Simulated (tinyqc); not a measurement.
# Inductance and parasitic capacitance from two readings

Question. A loss-free coil L in parallel with C shows the apparent inductance L/(1 - w^2 L C), w = 2 pi f. Find L, C and the self-resonance 1/(2 pi sqrt(L C)).

apparent inductance at 6.8 and 16 GHz (nH): [1.0912793, 2.2505335]

Solution. The inverse of the reading is 1/L - w^2 C, a straight line in w^2.

L = 0.980 nH
C = 57.0 fF
self-resonance = 21.3 GHz

Program tinyqc, `OMP_NUM_THREADS=1 python tinyqc.py 2302218 2302219 out.jsonl`; Intel Xeon 2.30GHz, shared host, one thread, about 0.01 s.
